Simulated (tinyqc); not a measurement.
MP2 on RHF in the 6-31g basis, for H2, spin multiplicity 1, step by step. One step of it, computed by the program tinyqc.

Task: Second-order Moller-Plesset energy. E2 = sum_ijab (ia|jb) [2 (ia|jb) - (ib|ja)] / (e_i + e_j - e_a - e_b) over occupied i, j and virtual a, b; the opposite-spin part is (ia|jb)^2 / denominator, the rest is same-spin, and SCS-MP2 scales them by 6/5 and 1/3.

orbital energies (hartree): [-0.605409, 0.246706, 0.759921, 1.447200]

Two-electron integrals over orbitals (pq|rs), unique and non-zero (hartree):
```
(11|11) 0.662045    (21|21) 0.076611    (22|11) 0.432592    (22|22) 0.384210
(31|11) 0.171305    (31|22) 0.047745    (31|31) 0.110920    (32|21) -0.021920
(32|32) 0.036847    (33|11) 0.535257    (33|22) 0.379227    (33|31) 0.119600
(33|33) 0.462529    (41|21) -0.078605   (41|32) -0.018230   (41|41) 0.140972
(42|11) -0.143396   (42|22) -0.052696   (42|31) -0.071690   (42|33) -0.095619
(42|42) 0.065312    (43|21) -0.078645   (43|32) 0.000417    (43|41) 0.121866
(43|43) 0.121664    (44|11) 0.676178    (44|22) 0.441264    (44|31) 0.205082
(44|33) 0.554481    (44|42) -0.167348   (44|44) 0.755127
```

Hartree-Fock energy = -1.12648977 hartree

Give: Terms; Pair energies; MP2 correlation energy; SCS-MP2 correlation energy; MP2 total energy.

Result:

Terms:
```
i  j  a  b  (ia|jb)  (ib|ja)  denominator     term
1  1  4  4   0.1410   0.1410      -4.1052  -0.0048
1  1  3  3   0.1109   0.1109      -2.7307  -0.0045
1  1  2  2   0.0766   0.0766      -1.7042  -0.0034
1  1  4  2  -0.0786  -0.0786      -2.9047  -0.0021
1  1  2  4  -0.0786  -0.0786      -2.9047  -0.0021
```

Pair energies (hartree; pair i-j sums ij and ji):
```
pair  opposite spin  same spin
1-1         -0.0170          0
```

MP2 correlation energy = -0.017045 hartree

SCS-MP2 correlation energy = -0.020454 hartree

MP2 total energy = -1.143534 hartree
